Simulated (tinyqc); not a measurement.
Changing the hydrogen carrier pressure p_H: microkinetic model of low-temperature epitaxy from hydride gases: adsorption, hydrogen desorption and rate control. Computed by tinyqc, a small Python program. Command: `OMP_NUM_THREADS=1 python tinyqc.py 3010603 3010604 out.jsonl hepi sweep`. One thread of a shared host (Intel(R) Xeon(R) Processor @ 2.30GHz), about 0.04 s of CPU time with the checks.

Each hydride molecule needs two free sites and leaves four hydrogen atoms, of which two leave at once as H2; theta is the hydrogen coverage, the site density is 6.78 per nm^2 and one layer is 1.358 angstrom thick.

Inputs (values chosen for the exercise, close to those used for silane and germane on Si(001)):

| quantity | value | unit |
|---|---|---|
| silane pressure p_S | 0.069 | Pa |
| sticking prefactor of silane s0 | 0.18 | - |
| adsorption barrier E_s | 0.31 | eV |
| desorption prefactor nu_d | 1e+12 | 1/s |
| desorption energy on silicon E_d | 2.2 | eV |
| sticking of hydrogen s_H | 1e-07 | - |
| temperature T | 790 | C |
| germane pressure p_G | 0.013 | Pa |
| sticking ratio of germane to silane r_G | 1.7 | - |
| lowering of E_d per unit germanium fraction, dE | 0.55 | eV |

Film: silicon-germanium. Order of hydrogen desorption: first.

Constants: k_B = 8.617333262e-05 eV/K; u = 1.6605390666e-27 kg; k_B = 1.380649e-23 J/K.

Method:
- Flux per site F = p/(sqrt(2 pi M k_B T) x 6.78e18 per m^2), M = 32.12 u (silane), 76.63 u (germane), 2.016 u (hydrogen); s = s0 exp(-E_s/(k_B T)); k_S = s F_S, k_G = r_G s F_G; germanium fraction x = k_G/(k_S + k_G); k = k_S + k_G; k_H = s_H F_H; k_d = nu_d exp(-(E_d - dE x)/(k_B T)).
- Temperatures in kelvin are T(C) + 273.15.
- With k the hydride and k_H the hydrogen adsorption rate on free pairs and k_d the desorption rate, steady state: 2 (k + k_H)(1 - theta)^2 = k_d theta; growth rate R = k (1 - theta)^2 layers/s; 1 layer/s = 8.148 nm/min.
- With c = 2 (k + k_H)/k_d the free share is 1 - theta = 2/(1 + sqrt(1 + 4c)).
- X_i = d ln R/d ln k_i at fixed other constants. With f = 1 - theta and a = 2/f + 1/theta: d ln f/d ln k_d = 1/(a f), so X_d = 2/(a f), X_k = 1 - X_d k/(k + k_H), X_H = -X_d k_H/(k + k_H); they sum to 1.

One run for each value:

| hydrogen carrier pressure p_H (Pa) | growth rate G (nm/min) | hydrogen coverage theta | X_H (hydrogen adsorption) |
|---|---|---|---|
| 1 | 8.376 | 0.0197 | -3.030e-05 |
| 4 | 8.375 | 0.0197 | -1.212e-04 |
| 20 | 8.371 | 0.0200 | -6.054e-04 |
| 70 | 8.358 | 0.0207 | -2.114e-03 |
| 300 | 8.301 | 0.0241 | -8.969e-03 |
| 1000 | 8.131 | 0.0341 | -2.900e-02 |
| 6000 | 7.128 | 0.0956 | -1.440e-01 |
| 20000 | 5.409 | 0.2122 | -3.292e-01 |
| 100000 | 2.491 | 0.4653 | -6.271e-01 |

Describe and explain the trends.

Over the rows, growth rate G (nm/min) falls from 8.38 to 2.49; hydrogen coverage theta rises from 0.0197 to 0.465 (exponent d ln y / d ln x 0.0016 between the first rows and 0.49 between the last); X_H (hydrogen adsorption) falls from -3.03e-5 to -0.627 (exponent d ln y / d ln x 1.00 between the first rows and 0.40 between the last). At the low end the exponent of growth rate G is 0.00, close to 0: carrier hydrogen plays no part.

Caution (rows 6000, 20000, 100000): at carrier pressures near or above 1e4 Pa gas-phase transport, left out here, begins to limit.
